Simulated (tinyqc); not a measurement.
Precursor delivery by bubblers, mass-transport growth and the solid composition of a III-V alloy: one step, computed by the program tinyqc. Command: `OMP_NUM_THREADS=1 python tinyqc.py 3013788 3013789 out.jsonl movpe_thermo walk`. One thread of a shared host (Intel(R) Xeon(R) Processor @ 2.30GHz), about 0.01 s of CPU time with the checks.

1 sccm = 44.615 micromol/min; 1 torr = 133.322 Pa. The sources decompose fully at the surface.

Problem. Bubblers. log10 p_v = a - b/T_bath; molar flow = F x 44.615 x p_v/(p_b - p_v) for a saturated bubbler.

Inputs (values chosen for the exercise, modelled on triethylgallium (source 1) and trimethylindium (source 2) for the vapour pressures): bath temperature T1 = 289 K; bath temperature T2 = 297 K; bubbler pressure p_b = 1400 torr; carrier flow F1 = 35 sccm; carrier flow F2 = 72 sccm.

constants a, b of source 1 (log10 torr, K): [8.088, 2162]

constants a, b of source 2 (log10 torr, K): [10.54, 3014]

Give: vapour pressure 1; molar flow 1; vapour pressure 2; molar flow 2.

Solution.

vapour pressure 1 = 4.0460 torr

molar flow 1 = 4.5259 micromol/min

vapour pressure 2 = 2.4652 torr

molar flow 2 = 5.6663 micromol/min

One kelvin of bath error changes flow 1 by 6.0 % and flow 2 by 7.9 %.
